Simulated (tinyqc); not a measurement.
# Transfer length from front and end resistance

Inverse problem. A contact of length d and width W has Rc = (Rsh Lt/W) coth(d/Lt) and Re = (Rsh Lt/W)/sinh(d/Lt), with Rsh the sheet resistance under the metal and Lt = sqrt(rc/Rsh). Find Lt, Rsh and rc.

Inputs (values chosen for the exercise):
```
symbol  value  unit         meaning
d       0.067    um  contact length
W         3.7    um   contact width
```

Rc = 7.9131222 ohm
Re = 6.9393365 ohm

Solution. Rc/Re = cosh(d/Lt) gives Lt, and Re then gives Rsh.

Lt = 0.128 um
Rsh = 110 ohm/sq
rc = 1.80e-8 ohm cm^2

Computed by the program tinyqc: `OMP_NUM_THREADS=1 python tinyqc.py 2760122 2760123 out.jsonl`, one thread of a shared Intel Xeon 2.30GHz, about 0.01 s for the whole run.
